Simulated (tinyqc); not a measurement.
Averaged masses of warped heavy- and light-hole bands, step by step. Values are carried at full precision from step to step, so a last printed digit may differ when a step is redone from the rounded ones.

Constants: Ry = 13.60569312 eV; a0 (Bohr radius) = 0.5291772105 angstrom; kB = 8.617333262e-05 eV/K; hbar^2/2m0 = 3.80998211 eV angstrom^2.

Inputs chosen for the exercise (near those of GaSb; the results hold for these values, not for the real material): g1 = 13.56 (Luttinger gamma1); g2 = 4.73 (gamma2); g3 = 5.94 (gamma3); eps = 15.35 (dielectric constant); mso = 0.12 m0 (split-off mass); Dso = 0.716 eV (spin-orbit splitting); T = 300 K (temperature).

## Other forms of the parameters

Dresselhaus-Kip-Kittel form E = c [A k^2 -/+ sqrt(B^2 k^4 + C^2 (kx^2 ky^2 + ky^2 kz^2 + kz^2 kx^2))] with A = g1, B = 2 g2, C^2 = 12 (g3^2 - g2^2). Spherical form: mu = (6 g3 + 4 g2)/(5 g1), delta = (g3 - g2)/g1, masses 1/(g1 (1 -/+ mu)). Effective rydberg R* = Ry/(g1 eps^2) and radius a* = a0 g1 eps.

A, B, |C|: [13.560, 9.460, 12.447]

mu, delta: [0.8047, 0.0892]

spherical masses, heavy and light (m0): [0.3776, 0.0409]

R* = 4.26 meV
a* = 110.1 angstrom

delta/mu = 0.11 measures the warping against the spherical splitting.

## Masses along six directions

Four-band hole energies E = c k^2 f(u), c = hbar^2/2m0, f = g1 -/+ 2 sqrt(g2^2 + 3 (g3^2 - g2^2) s), s = ux^2 uy^2 + uy^2 uz^2 + uz^2 ux^2 for the unit vector u; minus for heavy, plus for light holes; the mass along u is 1/f.

Give s and both masses.

Masses (m0):
```
direction        s   heavy   light
[100]      0.00000  0.2439  0.0434
[110]      0.25000  0.4471  0.0402
[111]      0.33333  0.5952  0.0393
[210]      0.16000  0.3485  0.0412
[311]      0.15702  0.3459  0.0413
[331]      0.27424  0.4827  0.0399
```

The heavy mass grows by a factor of 2.44 from [100] to [111] while the light one shrinks by 10 %; 1/m_heavy + 1/m_light = 2 g1 in every direction.

## Density-of-states masses from three directions

m_d^(3/2) is the angular mean of m(u)^(3/2). The rule mean = (10 F[100] + 16 F[110] + 9 F[111])/35 is exact for cubic harmonics up to sixth order. Total m_d = (m_h^(3/2) + m_l^(3/2))^(2/3).

m^(3/2):
```
direction    heavy    light
[100]      0.12045  0.00905
[110]      0.29900  0.00806
[111]      0.45924  0.00779
```

m_d heavy, light (m0): [0.4373, 0.0409]

total = 0.4456 m0
share of light holes = 2.8 %

## Averages on a grid

Grid: n x n midpoints in cos(theta) from 0 to 1 and phi from 0 to pi/2, equal weights. m_d = <f^(-3/2)>^(2/3). Conductivity mass for one scattering time: 1/m_c = <|w|^2 f^(-5/2)>/<f^(-3/2)> with w = grad_k(k^2 f)/(2 k), that is |w|^2 = f^2 + |angular gradient of f|^2/4.

Use n = 40.

m_d heavy, light (m0): [0.4109, 0.0408]

m_c heavy, light (m0): [0.3270, 0.0407]

The three-direction rule differs from the grid by +6.42 % for heavy holes. Warping makes m_c of the heavy holes 20 % smaller than m_d; on a sphere the two are equal.

## Effective density of states

Nv = 2 (kT/(4 pi c))^(3/2) [m_h^(3/2) + m_l^(3/2) + mso^(3/2) exp(-Dso/kT)], c = hbar^2/2m0, parabolic bands, m_h and m_l the density-of-states masses from the grid; 1 angstrom^-3 = 1e24 cm^-3.

prefactor = 2.5094e+19 cm^-3

the three terms: [0.26344, 0.00825, 0.00000]

Nv = 6.818e+18 cm^-3

shares (%): [97.0, 3.0, 0.0]

kT/Dso = 0.04, small enough for the four-band form.

## Checks

- m_d and m_c of heavy holes for g2 = g3 against 1/(g1 - 2 g3): they agree to 1e-10 or better.
- m_d of heavy holes on grids of 40 and 160: both 0.4109.

Program tinyqc; command `OMP_NUM_THREADS=1 python tinyqc.py 1050196 1050197 out.jsonl`; about 0.02 s on one thread of a shared Intel(R) Xeon(R) Processor @ 2.30GHz.
